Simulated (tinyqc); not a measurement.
# Current crowding under a contact, resistor ladder against the transmission-line model: convergence with the number of cells

A metal contact of length d and width W on a thin layer of the same width. The metal has no resistance, the sheet resistance under it equals Rsh, and current enters the layer at the front edge x = 0.

Cut the contact into n cells of length hc = d/n. Neighbouring cell centres are joined by a = W/(Rsh hc), each centre joins the metal (0 V) by g = W hc/rc, and I enters cell 1 through half a cell: -a v_(i-1) + b_i v_i - a v_(i+1) = I for i = 1 and 0 otherwise, b_i = g + 2 a (g + a at both ends). Rc = v_1/I + 1/(2 a). The error is against Transfer length Lt = sqrt(rc/Rsh); front resistance Rc = (Rsh Lt/W) coth(d/Lt); end resistance Re = (Rsh Lt/W)/sinh(d/Lt).

Inputs (values chosen for the exercise): sheet resistance of the semiconductor layer Rsh = 57 ohm/sq; specific contact resistivity rc = 2.3e-5 ohm cm^2; contact length d = 3.1 um; contact width W = 460 um.

Result of one run:

| n | hc/Lt | Rc (ohm) | error (%) |
|---|---|---|---|
| 1 | 0.48802 | 1.8050 | 3.80 |

What becomes of these results when the cells n is changed from 1 to 64, all else the same?

Result of the changed run:

| n | hc/Lt | Rc (ohm) | error (%) |
|---|---|---|---|
| 64 | 0.0076253 | 1.7390 | 9.34e-4 |

The whole series:

| n | hc/Lt | Rc (ohm) | error (%) |
|---|---|---|---|
| 1 | 0.48802 | 1.8050 | 3.80 |
| 2 | 0.24401 | 1.7556 | 0.955 |
| 4 | 0.12200 | 1.7431 | 0.239 |
| 8 | 0.061002 | 1.7400 | 0.0598 |
| 16 | 0.030501 | 1.7392 | 0.0150 |
| 32 | 0.015251 | 1.7390 | 3.74e-3 |
| 64 | 0.0076253 | 1.7390 | 9.34e-4 |

The exact Rc is 1.7390 ohm. The error falls from 3.8 % to 9.3e-4 %, by a factor of 4.0 over the last doubling: second order in the cell length.

Program tinyqc, `OMP_NUM_THREADS=1 python tinyqc.py 2760144 2760145 out.jsonl`; Intel Xeon 2.30GHz, shared host, one thread, about 0.01 s.
